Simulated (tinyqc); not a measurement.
Angle series: uniform film or islands? Model: X-ray photoelectron analysis of a thin oxide on a semiconductor: attenuation lengths, thickness, angle series and band offsets. Computed by tinyqc, a small Python program. Command: `OMP_NUM_THREADS=1 python tinyqc.py 3113495 3113496 out.jsonl xps walk`. One thread of a shared host (Intel(R) Xeon(R) Processor @ 2.30GHz), about 0.01 s of CPU time with the checks.

The same element is seen in the oxide and in the substrate, at nearly the same kinetic energy; films are flat and uniform, and the work function is ignored.

Inputs (values chosen for the exercise, modelled on SiO2 on silicon):
```
quantity                                           value     unit
photon energy                                     1486.6       eV
binding energy of the core level                    99.4       eV
oxide density                                       2.22   g/cm^3
oxide formula mass                                 60.08    g/mol
valence electrons per oxide formula                   16        -
oxide gap                                           8.97       eV
substrate density                                   2.33   g/cm^3
substrate formula mass                             28.09    g/mol
valence electrons per substrate formula                4        -
substrate gap                                       1.12       eV
oxide thickness d                                    1.5       nm
emission angle from the normal                        55  degrees
attenuation length over inelastic mean free path     0.9        -
carbon overlayer                                    0.77       nm
```

Method:
- TPP-2M: lambda = E/(E_p^2 [b ln(c E) - C/E + D/E^2]) in angstrom, E_p = 28.8 sqrt(N_v rho/M), b = -0.10 + 0.944/sqrt(E_p^2 + E_g^2) + 0.069 rho^0.1, c = 0.191/sqrt(rho), U = N_v rho/M, C = 1.97 - 0.91 U, D = 53.4 - 20.8 U, with E = photon energy less binding energy in eV.
- Attenuation length L = factor x lambda.
- R_0 = (rho_o/M_o) L_o/((rho_s/M_s) L_s); peak ratio R = I_ox/I_sub = R_0 [exp(d/(L_o cos theta)) - 1]; hence d = L_o cos theta ln(1 + R/R_0). A carbon layer weakens both peaks alike, by exp(-d_C/(L_o cos theta)) if its L is taken equal to L_o. This R_0 leaves out intrinsic losses from the substrate peak, so calibrated values can be larger.
- Islands: half of the surface carries 2 d and half none, R = R_0 (1/2)(1 - t)/(1/2 + t/2) with t = exp(-2 d/(L_o cos theta)); the apparent thickness is read with the uniform formula.

R_0 = 0.560557

L in the oxide = 3.49920 nm

Against the angle:
```
theta (degrees)  R, uniform  R, islands  apparent d, islands (nm)
0                    0.3000     0.22658                    1.1879
20                   0.3240     0.23934                    1.1691
35                   0.3854     0.26921                    1.1242
45                   0.4672     0.30352                    1.0707
55                   0.6230     0.35515                    0.9850
65                   0.9852     0.43025                    0.8423
75                   2.3766     0.52116                    0.5954
```

What follows from these numbers?

A uniform film gives d = 1.5 nm at every angle. The island film of the same volume reads 1.19 nm at normal emission and 0.595 nm at 75 degrees; its ratio cannot pass R_0, since the bare half always shows the substrate.

Extremes, crossings and ranges named in words are read from the listed rows.
